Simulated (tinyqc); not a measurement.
## Doping and flat-band voltage from the body effect

Inverse problem. VT = Vfb + 2 phiF + gamma sqrt(2 phiF + Vsb), phiF = Vt ln(Na/ni), gamma = sqrt(2 q eps0 eps_r Na)/Cox, Cox = eps0 eox/tox. Find Na, gamma and Vfb from two thresholds.

Values chosen for this exercise; material values close to those of silicon:

| symbol | value | unit | meaning |
|---|---|---|---|
| T | 293 | K | temperature |
| eps_r | 11.9 |  | relative permittivity of the semiconductor |
| eox | 21.5 |  | relative permittivity of the gate insulator |
| tox | 21 | nm | insulator thickness |

Constants: q = 1.602176634e-19 C, kB = 1.380649e-23 J/K, Vt = kB T/q, eps0 = 8.8541878128e-14 F/cm where lengths are in cm. Results are converted to the units shown.

VT at Vsb = 0 and 0.5 V (V): -0.017856709  -0.0053233495
ni = 7.5569686e9 cm^-3

Solution. The difference of the thresholds, gamma [sqrt(2 phiF + Vsb) - sqrt(2 phiF)], holds no Vfb and rises with Na, so it has one root; Vfb then follows from the first threshold.

Na = 5.600e15 cm^-3
gamma = 0.04797 V^0.5
Vfb = -0.7400 V

Computed by the program tinyqc: `OMP_NUM_THREADS=1 python tinyqc.py 2360008 2360009 out.jsonl`, one thread of a shared Intel Xeon 2.30GHz, about 0.04 s for the whole run.
